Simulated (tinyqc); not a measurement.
Etch lag against aspect ratio: ion-assisted plasma etching: sheath, surface coverage, synergy and aspect-ratio dependence. Computed by tinyqc, a small Python program. Command: `OMP_NUM_THREADS=1 python tinyqc.py 3031777 3031778 out.jsonl etch walk`. One thread of a shared host (Intel(R) Xeon(R) Processor @ 2.30GHz), about 0.05 s of CPU time with the checks.

Radicals adsorb on bare sites; ions remove covered sites with a high yield and bare sites by sputtering; a slow spontaneous reaction acts everywhere, walls included.

Inputs (values chosen for the exercise, close to those used for silicon in a halogen plasma):

| quantity | value | unit |
|---|---|---|
| plasma density n_e | 1.1e+10 | 1/cm^3 |
| electron temperature T_e | 2.6 | eV |
| ion mass M_i | 71 | u |
| sheath voltage V | 94 | V |
| radical density n | 1.5e+13 | 1/cm^3 |
| radical mass M_n | 35.5 | u |
| gas temperature T_g | 600 | K |
| sticking coefficient s | 0.5 | - |
| radicals per removed unit x | 3 | - |
| yield slope b | 0.14 | eV^(-1/2) |
| threshold E_th | 16 | eV |
| sputter slope b_p | 0.02 | eV^(-1/2) |
| sputter threshold E_p | 35 | eV |
| spontaneous reaction probability k_c | 0.00025 | - |
| solid density N | 5e+22 | 1/cm^3 |
| ion temperature T_i | 0.5 | eV |

Feature: long trench.

Constants: e = 1.602176634e-19 C; u = 1.6605390666e-27 kg; k_B = 1.380649e-23 J/K; eps_0 = 8.8541878128e-12 F/m.

Method:
- Bohm speed u_B = sqrt(e T_e/M_i); ion flux G_i = 0.61 n_e u_B; radical flux G_n = n c/4 with c = sqrt(8 k_B T_g/(pi M_n)).
- Debye length lambda_D = sqrt(eps_0 T_e/(e n_s)) with n_s = 0.61 n_e, T_e in volts; Child-law sheath d = (sqrt2/3) lambda_D (2 V/T_e)^(3/4); ion energy E = V + T_e/2; angular spread = arctan(sqrt(T_i/E)).
- Yields: Y = b (sqrt(E) - sqrt(E_th)) on covered sites, Y_p = b_p (sqrt(E) - sqrt(E_p)) on bare ones (zero below threshold).
- Steady coverage: s G_n (1 - theta) = x Y G_i theta; removal flux = Y G_i theta + Y_p G_i (1 - theta) + k_c G_n; rate = flux/N, 1 cm/s = 6e8 nm/min.
- Lateral rate = k_c G_n/N; anisotropy = 1 - lateral/vertical; synergy = vertical/(ions alone + radicals alone), with ions alone Y_p G_i/N and radicals alone the lateral rate.
- Transmission of a long trench, rough form: K = (1 + ln(1 + A))/(1 + A + ln(1 + A)), walls that scatter diffusely without loss. With a loss probability S = s (1 - theta) at the floor, G_b/G_n = K/(K + S - K S); theta follows G_b, and the two are solved together. Ions are taken to reach the floor unshadowed; G_b replaces G_n in every term of the rate; A is depth over width.

yield Y = 0.806704

sputter yield Y_p = 0.0769218

ion flux G_i = 1.26128e+15 1/(cm^2 s)

radical flux G_n = 2.24326e+17 1/(cm^2 s)

vertical rate = 12.5901 nm/min

coverage theta = 0.973507

Floor of the feature:

| A | K | G_b/G_n | theta | rate (nm/min) | relative rate |
|---|---|---|---|---|---|
| 0.5 | 0.73760 | 0.99529 | 0.97338 | 12.586 | 0.99964 |
| 1.0 | 0.62869 | 0.99218 | 0.97330 | 12.583 | 0.99940 |
| 2.0 | 0.51203 | 0.98738 | 0.97318 | 12.578 | 0.99904 |
| 5.0 | 0.35830 | 0.97629 | 0.97288 | 12.567 | 0.99818 |
| 10.0 | 0.25361 | 0.96106 | 0.97246 | 12.552 | 0.99700 |
| 20.0 | 0.16821 | 0.93462 | 0.97171 | 12.526 | 0.99493 |
| 50.0 | 0.08978 | 0.86625 | 0.96954 | 12.456 | 0.98937 |
| 100.0 | 0.05317 | 0.76598 | 0.96569 | 12.346 | 0.98063 |

What does the comparison show, and why?

K falls by a factor 13.9 over the rows and the rate by 1.02. Among these rows the rate stays within 10 % of the open-field value up to A = 100, as near saturation the coverage changes little when G_b falls. Caution: rows with A above about 1/(2 tan(ion spread)) or 1/sqrt(k_c), often 10 to 30, are formal: ion shadowing, radical loss on the walls, redeposition of sputtered material and, in fluorocarbon plasmas, polymer growth are left out and add to the lag.
